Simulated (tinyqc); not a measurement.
# Sneak paths and read margin

Worst-case read of an N x N array without selectors, ideal wires, unselected lines floating and all unselected cells in the low state with resistance K Ron: the sneak path is Rsn = K Ron [2/(N - 1) + 1/(N - 1)^2], in parallel with the selected cell Rc. A sense resistor Ron to ground gives Vout = Vr Ron/(Ron + Rc Rsn/(Rc + Rsn)); margin = [Vout(Rc = Ron) - Vout(Rc = ra Ron)]/Vr.

Values chosen for this exercise:
- Ron = 10 kohm (resistance of the low state)
- ra = 100 (ratio Roff/Ron)
- K = 100 (factor by which unselected cells are more resistive)
- Vr = 0.2 V (read voltage)

Sneak paths and read margin:
```
N	Rsn (kohm)	Vout, low state (mV)	Vout, high state (mV)	margin (%)
2	3000	100.2	2.632	48.77
3	1250	100.4	3.536	48.43
4	777.8	100.6	4.469	48.08
8	306.1	101.6	8.184	46.71
16	137.8	103.5	15.26	44.12
32	65.56	107.1	27.96	39.56
64	32.00	113.5	48.77	32.37
128	15.81	124.0	78.24	22.90
256	7.859	138.9	112.4	13.25
```

What does the table show?

The margin falls from 48.8 to 13.3 %; a lone cell has 49.0 %. It stays above 10 % in all rows. Between the last two rows it goes as N^(-0.79).

Program tinyqc, `OMP_NUM_THREADS=1 python tinyqc.py 2880010 2880011 out.jsonl`; Intel Xeon 2.30GHz, shared host, one thread, about 0.01 s.
